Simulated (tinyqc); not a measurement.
# Round nanowire with a gate all round, subbands and threshold shift from confinement, step by step

Numbers from tinyqc (`OMP_NUM_THREADS=1 python tinyqc.py 2350152 2350153 out.jsonl`; about 0.2 s on one thread of a shared Intel Xeon 2.30GHz). Printed values are rounded.

Undoped body with a flat potential across it, hard walls, transport along x. One isotropic valley (g = 1, mx = my = mz = me). Non-parabolicity enters the subband edges through E (1 + al E) = gamma, so E = 2 gamma/(1 + sqrt(1 + 4 al gamma)); motion within a subband is taken as parabolic with the band-edge mass. Energies are counted from the bulk band edge.

Parameters, values chosen for the exercise; masses close to those of GaAs:
```
symbol  value  unit                                                meaning
T          77     K                                            temperature
me      0.067    m0                                  mass at the band edge
al       0.66  1/eV                                       non-parabolicity
t         9.1    nm                                               diameter
dl        0.2    nm  widening of the box by penetration into the insulator
```

Constants: q = 1.602176634e-19 C, kB = 1.380649e-23 J/K, hbar = 1.054571817e-34 J s, m0 = 9.1093837015e-31 kg, Vt = kB T/q, hbar^2/(2 m0) = 0.0380998212 eV nm^2. Results are converted to the units shown.

Range of the model: Levels near or above 1 eV lie beyond real barriers and upper valleys; they are listed for the hard-wall model only.

## Lowest subbands

gamma = C (2 z/(t + dl))^2 (1/my + 1/mz)/2, z the zeros of the Bessel functions J_l (2.404826, 3.831706, 5.135622, 5.520078, ...), twofold for l > 0; the mean inverse mass is an approximation for anisotropic valleys, C = hbar^2/(2 m0). List the 7 lowest, labelled by quantum numbers, with degeneracy g and N_k: N_k = g sqrt(2 mx m0 kB T/(pi hbar^2)).

```
subband  E_k (eV)  g  N_k (cm^-1)
0,1      0.139288  1    6.09443e5
1,1      0.318973  2    1.21889e6
2,1      0.517131  2    1.21889e6
0,2      0.579629  1    6.09443e5
3,1      0.724302  2    1.21889e6
1,2      0.834637  2    1.21889e6
4,1      0.936072  2    1.21889e6
```

## Threshold shift

Each subband has N_k = g sqrt(2 mx m0 kB T/(pi hbar^2)); without degeneracy n = exp(EF/Vt) sum N_k exp(-E_k/Vt). Classical value Nc times pi t^2/4, Nc = sum over valleys of 2 g (m m0 kB T/(2 pi hbar^2))^1.5 with m = (mx my mz)^(1/3). Threshold shift dVT = Vt ln(classical value/sum N_k exp(-E_k/Vt)). Use the subbands listed.

shares, subband 0,1 to 4,1 (%): 100.000  0.000  0.000  0.000  0.000  0.000  0.000
sum N_k exp(-E_k/Vt) = 4.65892e-4 cm^-1
Nc = 5.65898e16 cm^-3
classical value = 36805.4 cm^-1
dVT = 120.663 mV

With all subbands dVT = 120.7 mV. The lowest edge lies at 139 meV; dVT is smaller than that, since sum N_k exp(-(E_k - E_1)/Vt) exceeds the classical value.
